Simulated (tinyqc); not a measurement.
Worked calculation: two-band tight binding of a puckered layer. Values are carried at full precision from step to step, so a last printed digit may differ when a step is redone from the rounded ones.

With X = kx ax/2 and Y = ky ay/2: h = t2 + 2 cos(Y) (t1 exp(iX) + t3 exp(-iX)) + t5 exp(2iX), d = 4 t4 cos(X) cos(Y), H = [[d, h], [h*, d]], E = d -/+ |h|.

Constants: hbar^2/2m0 = 3.80998211 eV angstrom^2.

Values chosen for the exercise (near a published set for monolayer black phosphorus; the results hold for these values, not for the real material):
- ax = 4.42 angstrom (period along x (armchair))
- ay = 3.27 angstrom (period along y (zigzag))
- t1 = -1.229 eV (along the zigzag)
- t2 = 3.714 eV (across the pucker)
- t3 = -0.216 eV (second in the sheet)
- t4 = -0.101 eV (same sublattice)
- t5 = -0.052 eV (far across)
- k = (0.32, 0.75) 1/angstrom (wave vector)

## One k point

Form X, Y, h, d and the levels.

X, Y (rad): 0.70720  1.22625

h = 2.9638-0.4960i eV
d = -0.1037 eV

levels (eV): -3.1088  2.9013

## Expansion about Gamma

h = h0 + i chi kx + gx kx^2 + gy ky^2 and d = 4 t4 + ex kx^2 + ey ky^2, with h0 = t2 + 2 t1 + 2 t3 + t5, chi = ax (t1 - t3 + t5), gx = -ax^2 ((t1 + t3)/4 + t5/2), gy = -ay^2 (t1 + t3)/4, ex = -t4 ax^2/2, ey = -t4 ay^2/2. The gap is 2 h0.

h0 = 0.7720 eV
gap = 1.5440 eV
chi = -4.7073 eV angstrom

gx, gy, ex, ey (eV angstrom^2): 7.5655  3.8628  0.9866  0.5400

## Masses

Electrons: c/(ex + gx + chi^2/(2 h0)) along x, c/(ey + gy) along y; holes: the same with -ex and -ey; c = hbar^2/2m0. The coefficients stand in the order gx, gy, ex, ey.

masses (m0):
```
               x       y
electron  0.1663  0.8654
hole      0.1820  1.1466
```

density-of-states mass sqrt(mx my) (m0): electron 0.3794, hole 0.4569

my/mx: electron 5.20, hole 6.30

Along x the term chi^2/(2 h0) = 14.35 eV angstrom^2 couples the bands and makes both carriers light; along y it is absent.

## Checks

- Electron mass along x against a finite difference of the band: 0.1663 against 0.1664.

(tinyqc, `OMP_NUM_THREADS=1 python tinyqc.py 1480967 1480968 out.jsonl`, Intel(R) Xeon(R) Processor @ 2.30GHz, 1 thread, shared host, about 0.01 s.)
